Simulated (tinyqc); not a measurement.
Admittance spectroscopy of a deep trap: one step of the calculation.

Schottky contact on an n-type layer with shallow donors Nd (all ionised) and a donor-like deep trap, neutral when filled and positive when empty; depletion approximation. Traps within lam of the depletion edge stay filled. The traps at xt = W - lam, where the level crosses the Fermi level, follow a slow signal and not a fast one. w = 2 pi f.

Problem. Widths and limiting capacitances. lam = sqrt(2 eps0 eps_r (EF - ET)/(q Nd)), EF - ET = Et - (kB T/q) ln(Nc(T)/Nd), Nc(T) = Nc (T/300 K)^1.5. In the steady state at the band bending V, 2 eps0 eps_r V/q = Nd W^2 + Nt (W - lam)^2 (the second term only if W > lam). V = Vbi + Vr. C_HF = eps0 eps_r/W, C_LF = eps0 eps_r (Nd + Nt)/(Nd W + Nt xt).

Parameters, values chosen for the exercise; material values close to those of silicon:
```
symbol,value,unit,meaning
eps_r,11.6,,relative permittivity
Nc,2.85e19,cm^-3,conduction-band density of states at 300 K
Nd,5.5e15,cm^-3,shallow donor density
Vbi,0.72,V,built-in voltage
Et,0.3,eV,depth of the trap below the conduction edge
Nt,5.3e14,cm^-3,trap density
Vr,0,V,reverse bias
T,185,K,temperature
```

Constants: q = 1.602176634e-19 C, kB = 1.380649e-23 J/K, eps0 = 8.8541878128e-14 F/cm where lengths are in cm. Results are converted to the units shown.

Find: lam; W; xt; C_HF; C_LF.

Solution.

lam = 202.1 nm
W = 404.8 nm
xt = 202.7 nm
C_HF = 25.37 nF/cm^2
C_LF = 26.54 nF/cm^2

The step is 4.59 % of C_HF.

Computed by the program tinyqc: `OMP_NUM_THREADS=1 python tinyqc.py 2050126 2050127 out.jsonl`, one thread of a shared Intel Xeon 2.30GHz, about 0.01 s for the whole run.
